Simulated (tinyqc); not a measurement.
Shockley state of an s-p chain by decimation: sweeps and comparisons. A value that a table varies takes the place of the one given here.

Each site has s at -d/2 and p at +d/2: H0 = diag(-d/2, d/2). The block to the next site on the right is H1 = [[-ts, u], [-u, tp]] (rows s, p of site n; columns s, p of site n + 1). Bulk: H(k) = [[-d/2 - 2 ts cos k, 2i u sin k], [-2i u sin k, d/2 + 2 tp cos k]]. The bands are inverted at k = pi if d < 2 (ts + tp).

Decimation (Sancho-Rubio) at z = E + i eta: start with es = e = H0, A = H1, B = H1^T. Each round forms g = (z - e)^-1 and sets es += A g B, e += A g B + B g A, A = A g A, B = B g B, doubling the length covered. Stop when all |A| < 1e-10. Surface G = (z - es)^-1, bulk G = (z - e)^-1; densities -Im tr G/pi.

Values chosen for the exercise: d = 5.34 eV (Ep - Es); ts = 1.13 eV (s-s hopping); tp = 0.77 eV (p-p hopping); u = 0.44 eV (s-p hopping); eta = 0.05 eV (broadening); E1 = -0.61 eV (first energy); dE = 0.194 eV (step); E = 0.15 eV (energy).

## Surface against bulk across the gap

Eleven energies E1 + j dE.

Densities (1/eV):

| E (eV) | surface | bulk |
|---|---|---|
| -0.610 | 0.1113 | 0.3014 |
| -0.416 | 0.0407 | 0.4273 |
| -0.222 | 0.0121 | 0.0419 |
| -0.028 | 0.0085 | 0.0180 |
| 0.166 | 0.0075 | 0.0128 |
| 0.360 | 0.0075 | 0.0118 |
| 0.554 | 0.0084 | 0.0136 |
| 0.748 | 0.0107 | 0.0202 |
| 0.942 | 0.0170 | 0.0481 |
| 1.136 | 0.0657 | 0.4899 |
| 1.330 | 0.1830 | 0.3597 |

edges of the bulk gap (201 k points) (eV): -0.4100  1.1300

Inside the gap the bulk density is only the tail of the broadening, at least 0.0118. The surface density has no peak there, and a chain of 60 sites has no level in the gap.

## Through the band inversion

d = f 2 (ts + tp). Gap edges from 201 k points; levels in the gap from an open chain of 60 sites (their mean, and the weight on the two end sites summed over them, divided by their number); a dash: none.

Against d:

| f | d (eV) | top of lower band (eV) | bottom of upper band (eV) | levels in the gap | mean level (eV) | end weight |
|---|---|---|---|---|---|---|
| 0.10 | 0.380 | -0.8084 | 0.9000 | 2 | 0.0360 | 0.862 |
| 0.30 | 1.140 | -0.6715 | 0.9464 | 2 | 0.1080 | 0.793 |
| 0.50 | 1.900 | -0.4806 | 0.9390 | 2 | 0.1800 | 0.653 |
| 0.70 | 2.660 | -0.2064 | 0.8481 | 2 | 0.2520 | 0.444 |
| 0.85 | 3.230 | 0.0750 | 0.6450 | 2 | 0.3060 | 0.242 |
| 1.15 | 4.370 | 0.0750 | 0.6450 | 0 | - | - |
| 1.30 | 4.940 | -0.2100 | 0.9300 | 0 | - | - |
| 1.60 | 6.080 | -0.7800 | 1.5000 | 0 | - | - |

Levels in the gap appear for f = 0.1, 0.3, 0.5, 0.7 and 0.85 and for none of the other rows; the gap closes at f = 1. The level lies at 0.0360 eV for f = 0.1 and 0.3060 eV for f = 0.85, on the line E = d (ts - tp)/(2 (ts + tp)), and its end weight goes from 0.86 to 0.24: no shift of the surface potential is needed, the inversion alone binds it.

## What each parameter does

Gap edges from 201 k points between 0 and pi, and the surface density at E by decimation. Each row changes one parameter from the base and keeps the others.

Results:

| case | top of lower band (eV) | bottom of upper band (eV) | surface density (1/eV) |
|---|---|---|---|
| base | -0.4100 | 1.1300 | 0.0075 |
| d = 5.874 eV | -0.6770 | 1.3970 | 0.0055 |
| ts = 1.243 eV | -0.1840 | 1.1300 | 0.0091 |
| tp = 0.847 eV | -0.4100 | 0.9760 | 0.0079 |
| u = 0.484 eV | -0.4100 | 1.1300 | 0.0075 |
| eta = 0.1 eV | -0.4100 | 1.1300 | 0.0150 |

The largest shifts from the base row, up to three for each result and ties (the steps differ in size, so this ranks the rows, not the parameters). top of lower band (eV): d -0.2670, ts +0.2260; unchanged at the printed digits by tp, u and eta. bottom of upper band (eV): d +0.2670, tp -0.1540; unchanged at the printed digits by ts, u and eta. surface density (1/eV): eta +0.0075, d -0.0021, ts +0.0016; unchanged at the printed digits by u. The base chain is not inverted, so no surface state lies in the gap; E lies in the gap.

Program tinyqc; command `OMP_NUM_THREADS=1 python tinyqc.py 1481657 1481658 out.jsonl`; about 0.3 s on one thread of a shared Intel(R) Xeon(R) Processor @ 2.30GHz.
